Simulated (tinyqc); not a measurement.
Depletion-mode phase shifter in a rib waveguide and its Mach-Zehnder modulator: two steps of the calculation.

A lateral p-n junction at x0 in a waveguide whose mode intensity is a Gaussian of rms width s about x = 0; p side at smaller x. Reverse bias removes carriers and raises the index. Abrupt junction, doping uniform over the whole mode, lumped electrode (no travelling-wave effects).

Values chosen for this exercise; values close to those of silicon near 1550 nm:
- lam = 1530 nm (wavelength)
- eps_r = 11.7 (relative permittivity of the semiconductor)
- Na = 7e17 cm^-3 (acceptor density)
- Nd = 1.1e18 cm^-3 (donor density)
- G = 0.91 (vertical confinement times ng/n)
- hr = 220 nm (rib height)
- Cf = 33 pF/m (fringe capacitance)
- Rs = 17.7 ohm mm (series resistance)
- V = 1.5 V (reverse bias)
- a0 = 1.9 dB/cm (passive loss)

Constants: eps0 = 8.8541878128e-14 F/cm where lengths are in cm. Results are converted to the units shown.

Problem 1. Index and absorption of the doped regions. Free-carrier changes (empirical, N and P in cm^-3): |dn| = 8.5e-18 P^0.8 for holes, 8.8e-22 N for electrons; absorption 6e-18 P and 8.5e-18 N in 1/cm.

Give: dn_h; dn_e; a_h; a_e.

Solution 1.

dn_h = 0.0016051
dn_e = 9.6800e-4
a_h = 4.2000 1/cm
a_e = 9.3500 1/cm

Index change per unit absorption: holes 3.82 um, electrons 1.04 um, a ratio of 3.69.

Problem 2. Index shift, efficiency, loss and bandwidth. dneff = G {dn_h [F(xp(0)) - F(xp(V))] + dn_e [F(xn(V)) - F(xn(0))]}; VpiL = lam V/(2 dneff); loss = a0 + 4.343 G {a_h F(xp) + a_e [1 - F(xn)]} dB/cm at V; C = eps0 eps_r hr/W + Cf; fRC = 1/(2 pi Rs C).

F, edge xp(0) to xn(V): 0.6975422394  0.8436621683  0.6323649561  0.8694242074
W at 0 and at V (nm): 54.15067242  86.41048911
dn_h = 0.001605082493
dn_e = 0.000968
a_h = 4.2 1/cm
a_e = 9.35 1/cm

Give: dneff; VpiL; loss; C; fRC.

Solution 2.

dneff = 1.1789e-4
VpiL = 0.97334 V cm
loss = 17.222 dB/cm
C = 296.75 pF/m
fRC = 30.301 GHz

The product VpiL x loss is 16.8 V dB.

tinyqc, about 0.01 s, one thread, Intel Xeon 2.30GHz (shared host): `OMP_NUM_THREADS=1 python tinyqc.py 2650037 2650038 out.jsonl`
